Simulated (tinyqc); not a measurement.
The same stress in different states: Raman shift of the zone-centre optical phonon of a diamond-structure crystal under stress. Computed by tinyqc, a small Python program. Command: `OMP_NUM_THREADS=1 python tinyqc.py 3026560 3026561 out.jsonl ramanstress walk`. One thread of a shared host (Intel(R) Xeon(R) Processor @ 2.30GHz), about 0.01 s of CPU time with the checks.

Axes x, y, z are the cube axes. Strain shifts the threefold optical mode and can split it; p, q and r are the phonon deformation potentials.

Inputs (values chosen for the exercise, modelled on silicon):

| quantity | value | unit |
|---|---|---|
| unstrained frequency omega_0 | 520.1 | 1/cm |
| p/omega_0^2 | -1.9 | - |
| q/omega_0^2 | -2.41 | - |
| r/omega_0^2 | -0.719 | - |
| C11 | 167.1 | GPa |
| C12 | 64.18 | GPa |
| C44 | 78.89 | GPa |
| stress sigma (tension positive) | 0.23 | GPa |

Stress state: uniaxial. Axis: [210].

Method:
- S11 = (C11 + C12)/D, S12 = -C12/D, D = (C11 - C12)(C11 + 2 C12), S44 = 1/C44.
- eps_xx = S11 sigma_xx + S12 (sigma_yy + sigma_zz), and cyclic; eps_xy = S44 sigma_xy/2 (tensor strain).
- Secular matrix: M_xx = p eps_xx + q (eps_yy + eps_zz), M_xy = 2 r eps_xy; its eigenvalues are omega^2 - omega_0^2, and the shifts are these over 2 omega_0.
- Uniaxial: sigma n n^T; biaxial: sigma (1 - n n^T); hydrostatic: sigma 1. The line seen from (001) is taken as unresolved, at the intensity-weighted shift M_zz/(2 omega_0).

S44 = 12.6759 1/TPa

S11 = 7.60571 1/TPa

S12 = -2.11058 1/TPa

Shifts (1/cm):

| state | lowest | middle | highest | line seen from (001) |
|---|---|---|---|---|
| uniaxial [100] | -0.5522 | -0.5522 | -0.2559 | -0.5522 |
| uniaxial [110] | -0.6766 | -0.5522 | -0.1315 | -0.5522 |
| uniaxial [001] | -0.5522 | -0.5522 | -0.2559 | -0.2559 |
| uniaxial [111] | -0.8169 | -0.2717 | -0.2717 | -0.4535 |
| biaxial, normal [001] | -1.1045 | -0.8081 | -0.8081 | -1.1045 |
| biaxial, normal [111] | -1.0886 | -1.0886 | -0.5435 | -0.9069 |
| hydrostatic | -1.3604 | -1.3604 | -1.3604 | -1.3604 |

What follows from these numbers?

Seen from (001), uniaxial stress along [100] and along [110] give the same shift (-0.552), and equal biaxial stress in the plane gives twice as much (-1.104), since only sigma_xx + sigma_yy and sigma_zz enter M_zz. Stress along [001] gives -0.256. One measured shift therefore fixes the stress only once its state is assumed: read as uniaxial in the plane, a shift implies twice the stress that it does read as biaxial.

Extremes, crossings and ranges named in words are read from the listed rows.
